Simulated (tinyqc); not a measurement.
Spectral response: phonon-assisted absorption at an indirect gap.

alpha(E) = sum_j A_j [N_j (E - Eg + w_j)^2 + (N_j + 1)(E - Eg - w_j)^2], each bracket counted only where its base is positive; N_j = 1/(exp(w_j/kB T) - 1). The first term absorbs a phonon and the second emits one; excitons and direct transitions are left out.

Photodiode (Gaertner form with a dead layer): QE = (1 - R) exp(-alpha xj) [1 - exp(-alpha W)/(1 + alpha L)], R = ((nr - 1)/(nr + 1))^2; responsivity = QE/E in A/W for E in eV.

Constants: kB = 8.617333262e-05 eV/K.

Inputs chosen for the exercise (loosely those of SiGe at room temperature; Eg is not tied to T; the results hold for these values, not for the real material): Eg = 0.957 eV (indirect gap, held fixed unless listed); w = (51.8, 15.6) meV (two zone-edge phonons); A = (3100, 690) 1/(cm eV^2) (their strengths); T = 300 K; nr = 3.75 (refractive index); xj = 0.11 micrometre (dead layer at the surface); W = 8.1 micrometre (depleted width); L = 18 micrometre (minority diffusion length below it).

Response:

| E (eV) | wavelength (nm) | alpha (1/cm) | 1/alpha (micrometre) | dead layer | collected | QE | A/W |
|---|---|---|---|---|---|---|---|
| 0.98 | 1265 | 4.03 | 2.48e+03 | 1.000 | 0.010 | 0.007 | 0.007 |
| 1.02 | 1216 | 15.4 | 650 | 1.000 | 0.039 | 0.026 | 0.025 |
| 1.08 | 1148 | 66.5 | 150 | 0.999 | 0.154 | 0.102 | 0.095 |
| 1.16 | 1069 | 207 | 48.4 | 0.998 | 0.383 | 0.254 | 0.219 |
| 1.26 | 984 | 497 | 20.1 | 0.995 | 0.647 | 0.428 | 0.340 |
| 1.41 | 879 | 1.17e+03 | 8.52 | 0.987 | 0.876 | 0.575 | 0.408 |
| 1.61 | 770 | 2.53e+03 | 3.96 | 0.973 | 0.977 | 0.632 | 0.392 |
| 1.86 | 667 | 4.94e+03 | 2.02 | 0.947 | 0.998 | 0.629 | 0.338 |
| 2.16 | 574 | 8.89e+03 | 1.12 | 0.907 | 1.000 | 0.603 | 0.279 |
| 2.56 | 484 | 1.60e+04 | 0.626 | 0.839 | 1.000 | 0.558 | 0.218 |

How do the results move, and what explains it?

QE is highest, 0.632, at 1.61 eV of those listed and the responsivity at 1.41 eV; reflection alone caps QE at 0.665. Near the gap weak absorption limits it (collected share 0.010); at the top the dead layer passes 0.839. Far above the gap the quadratic law and a constant index are only rough; in the real crystal direct transitions take over near 2 eV, so the rows above that understate alpha.

(tinyqc, `OMP_NUM_THREADS=1 python tinyqc.py 1650465 1650466 out.jsonl`, Intel(R) Xeon(R) Processor @ 2.30GHz, 1 thread, shared host, about 0.01 s.)
